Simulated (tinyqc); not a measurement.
# Scale length and barrier from the threshold roll-off

Inverse problem. For L well above Lambda the threshold falls by 2 m sqrt(A (A + Vds)) exp(-pi L/(2 Lambda)), A being the height of the source potential over the barrier top; the two values follow this form. Find Lambda and A.

Inputs (values chosen for the exercise):
```
symbol  value  unit                   meaning
m           1        long-channel body factor
Vds       0.8     V             drain voltage
```

threshold lowering at L = 20 and 33 nm (mV): [63.258512, 8.6005860]

Solution. The ratio of the two values gives Lambda; the prefactor gives A (A + Vds), a quadratic with one positive root.

Lambda = 10.2 nm
A = 0.390 V

tinyqc, about 0.01 s, one thread, Intel Xeon 2.30GHz (shared host): `OMP_NUM_THREADS=1 python tinyqc.py 2420099 2420100 out.jsonl`
